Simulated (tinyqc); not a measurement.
Free and trapped electrons in a MOS channel with a dense trap tail: two steps of the calculation.

p-type body, charge-sheet picture, full ionisation (an idealisation for deep acceptors), Boltzmann statistics for free electrons. e = Ec - EF at the surface. Acceptor-like traps of density D(E) = D0 + De exp(-E/Ew) at depth E below Ec, from 0 to Eu, hold n_t = integral of D(E)/(1 + exp((e - E)/Vt)). psi = Eg - Vt ln(Nv/Na) - e; N_dep = sqrt(2 eps0 eps_r Na (psi - Vt)/q); n_f = sqrt(N_dep^2 + 2 eps0 eps_r Vt Nc exp(-e/Vt)/q) - N_dep; Vg = Vfb + psi + q (N_dep + n_t + n_f)/Cox, Cox = eps0 eox/tox.

Inputs (values chosen for the exercise); band and dielectric values close to those of 4H silicon carbide:

| symbol | value | unit | meaning |
|---|---|---|---|
| T | 300 | K | temperature |
| Eg | 3.26 | eV | band gap |
| eps_r | 9.52 |  | relative permittivity |
| Nc | 1.68e19 | cm^-3 | conduction-band density of states at T |
| Nv | 2.51e19 | cm^-3 | valence-band density of states at T |
| eox | 3.9 |  | relative permittivity of the insulator |
| tox | 31 | nm | insulator thickness |
| Na | 4e16 | cm^-3 | acceptor density |
| Vfb | -2.71 | V | flat-band voltage without trapped charge |
| D0 | 2.8e10 | cm^-2 eV^-1 | constant background density of acceptor-like traps |
| De | 9.8e12 | cm^-2 eV^-1 | density of the tail at the conduction edge |
| Ew | 0.09 | eV | decay energy of the tail |
| Eu | 0.75 | eV | depth below Ec down to which the traps reach |
| mf | 110 | cm^2/(V s) | mobility of free electrons |
| e | 0.04 | eV | Ec - EF at the surface |

Constants: q = 1.602176634e-19 C, kB = 1.380649e-23 J/K, Vt = kB T/q, eps0 = 8.8541878128e-14 F/cm where lengths are in cm. Results are converted to the units shown.

Question 1. Trapped charge. Trapezoid rule on 14 equal steps from 0 to Eu, f = 1/(1 + exp((e - E)/Vt)).

Find: E; D(E) f; n_t.

Answer 1.

| point | E (eV) | D(E) f (cm^-2 eV^-1) |
|---|---|---|
| 0 | 0 | 1.7246e12 |
| 1 | 0.053571 | 3.4130e12 |
| 2 | 0.10714 | 2.7994e12 |
| 3 | 0.16071 | 1.6557e12 |
| 4 | 0.21429 | 9.3303e11 |
| 5 | 0.26786 | 5.2759e11 |
| 6 | 0.32143 | 3.0353e11 |
| 7 | 0.37500 | 1.7994e11 |
| 8 | 0.42857 | 1.1178e11 |
| 9 | 0.48214 | 7.4201e10 |
| 10 | 0.53571 | 5.3477e10 |
| 11 | 0.58929 | 4.2049e10 |
| 12 | 0.64286 | 3.5747e10 |
| 13 | 0.69643 | 3.2272e10 |
| 14 | 0.75000 | 3.0356e10 |

n_t = 5.9139e11 cm^-2

Question 2. Charges and gate voltage. psi, N_dep, n_f and Vg as defined, with the n_t given; free share n_f/(n_f + n_t); apparent mobility mf n_f/(n_f + n_t); gate voltage spent on traps q n_t/Cox.

n_t = 5.9138817e11 cm^-2

Find: psi; N_dep; n_f; Vg; free share; apparent mobility; gate voltage spent on traps.

Answer 2.

psi = 3.0535 V
N_dep = 1.1288e12 cm^-2
n_f = 3.7012e11 cm^-2
Vg = 3.3501 V
free share = 38.494 %
apparent mobility = 42.343 cm^2/(V s)
gate voltage spent on traps = 0.85061 V

tinyqc, about 0.02 s, one thread, Intel Xeon 2.30GHz (shared host): `OMP_NUM_THREADS=1 python tinyqc.py 2222213 2222214 out.jsonl`
